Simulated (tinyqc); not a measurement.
# p-type polysilicon, carrier trapping at grain boundaries: what changes with what

One-dimensional grains of size Lg, uniform ionised doping N, monovalent traps Qt at each boundary at a depth Et below (for electrons) or above (for holes) the band edge there, abrupt depletion of width W on each side of a boundary, Boltzmann statistics. xi is the distance from the band edge at the grain centre to the Fermi level. Trapped charge Qt/(1 + exp((xi + VB - Et)/Vt)) = 2 N W, barrier VB = q N W^2/(2 eps0 eps_r).

Values chosen for this exercise; values of the order met in polycrystalline silicon: temperature T = 250 K; relative permittivity eps_r = 11.7; valence-band density of states at T NB = 2.02e19 cm^-3; grain size Lg = 55 nm; trap density of a grain boundary Qt = 3e12 cm^-2; depth of the trap level from the majority band edge at the boundary Et = 0.33 eV; mass for thermionic emission ms = 0.56 m0; correction factor of the emission rate fe = 0.5; mobility inside the grains mug = 240 cm^2/(V s); doping N = 3.4e18 cm^-3.

Constants: q = 1.602176634e-19 C, kB = 1.380649e-23 J/K, m0 = 9.1093837015e-31 kg, Vt = kB T/q, eps0 = 8.8541878128e-14 F/cm where lengths are in cm. Results are converted to the units shown.

Each table varies one quantity; the others keep the values above.

## Effect of the doping

If the trap equation with xi = Vt ln(NB/N) has a root W < Lg/2, the grain is partly depleted; otherwise W = Lg/2 and the trap equation gives xi = Et - VB + Vt ln(Qt/(N Lg) - 1). N* = Qt/Lg. n0 = NB exp(-xi/Vt); mean density n0 (1 - 2 W/Lg) by charge balance in a partly depleted grain, and n0 (sqrt(pi)/2) erf(u)/u with u = sqrt(VB/Vt) in a fully depleted one; v = sqrt(kB T/(2 pi ms m0)); barrier resistivity Vt exp(VB/Vt)/(q fe n0 v Lg); grain resistivity (1 - 2 W/Lg)/(q n0 mug); effective mobility 1/(q mean density total resistivity). Rows with xi above 0.45 V, towards mid-gap, are left out, since the other carrier type is ignored.

Results:
columns A: N (cm^-3); B: N/N*; C: depleted share 2 W/Lg; D: VB (V); E: xi (V); F: mean density (cm^-3); G: resistivity (ohm cm); H: effective mobility (cm^2/(V s))
```
A             B        C        D        E         F        G        H
2.7e16  0.04950    1.000  0.01579   0.3779  3.904e11  6.363e4    251.2
5e16    0.09167    1.000  0.02924   0.3502  1.208e12  3.284e4    157.4
1.7e17   0.3117    1.000  0.09942   0.2477  8.459e13     7319    10.08
3e17     0.5500    1.000   0.1754   0.1502  5.873e15     2711   0.3920
5.5e17    1.008   0.8235   0.2181  0.07763  9.705e16    676.8  0.09502
1e18      1.833   0.5390   0.1699  0.06475  4.610e17    39.66   0.3414
1.8e18    3.300   0.3030  0.09662  0.05209  1.255e18   0.7440    6.686
3.3e18    6.050   0.1653  0.05272  0.03903  2.755e18  0.05876    38.56
6.1e18    11.18  0.08942  0.02852  0.02580  5.555e18  0.01306    86.02
```

Estimate the missing row, N = 9.1e16 cm^-3.

Computed row:
columns A: N (cm^-3); B: N/N*; C: depleted share 2 W/Lg; D: VB (V); E: xi (V); F: mean density (cm^-3); G: resistivity (ohm cm); H: effective mobility (cm^2/(V s))
```
A            B      C        D       E         F        G      H
9.1e16  0.1668  1.000  0.05322  0.3114  5.846e12  1.655e4  64.51
```

With this row back in the table: As N goes from 2.7e16 to 6.1e18, VB goes from 0.0158 through a maximum of 0.218 (at N = 5.5e17 among the rows listed) to 0.0285 V, the resistivity falls from 63600 to 0.0131 ohm cm and the effective mobility goes from 251 through a minimum of 0.0950 (at N = 5.5e17 among the rows listed) to 86.0 cm^2/(V s). The steepest fall of the resistivity among the rows, as N^(-6.8), lies between N = 1e18 and 1.8e18 cm^-3; N* = 5.45e17 cm^-3. While the grain is fully depleted VB grows as N; once the traps are full it falls as 1/N. For N = 1.8e18, 3.3e18, 6.1e18 xi is under 2.5 Vt, where Boltzmann statistics begin to fail. For N = 2.7e16 VB is below Vt, where abrupt depletion and thermionic emission are rough. For N = 5.5e17 the grain is near the changeover between partial and full depletion, within a few Debye lengths, where both limits are rough. For N = 2.7e16 the effective mobility exceeds mug, since drift through the depleted part of the grain is left out.

## Effect of the grain size

Same model as above.

N* = Qt/Lg.

The same in every row: VB (V) = 0.05117; xi (V) = 0.03839.

Effect of the grain size:
```
Lg (nm)   N/N*  depleted share 2 W/Lg  mean density (cm^-3)  resistivity (ohm cm)  effective mobility (cm^2/(V s))
10       1.133                 0.8823              4.000e17                0.2601                            59.98
17       1.927                 0.5190              1.635e18                0.1562                            24.44
31       3.513                 0.2846              2.432e18               0.08909                            28.80
53       6.007                 0.1665              2.834e18               0.05528                            39.84
94       10.65                0.09387              3.081e18               0.03451                            58.71
160      18.13                0.05515              3.213e18               0.02343                            82.93
290      32.87                0.03043              3.297e18               0.01635                            115.8
500      56.67                0.01765              3.340e18               0.01270                            147.2
```

As Lg goes from 10 to 500, VB stays at 0.0512 V, the resistivity falls from 0.260 to 0.0127 ohm cm and the effective mobility goes from 60.0 through a minimum of 24.4 (at Lg = 17 among the rows listed) to 147 cm^2/(V s). In every row xi is under 2.5 Vt, where Boltzmann statistics begin to fail. For Lg = 10 the grain is near the changeover between partial and full depletion, within a few Debye lengths, where both limits are rough.

Computed by the program tinyqc: `OMP_NUM_THREADS=1 python tinyqc.py 2830246 2830247 out.jsonl`, one thread of a shared Intel Xeon 2.30GHz, about 0.01 s for the whole run.
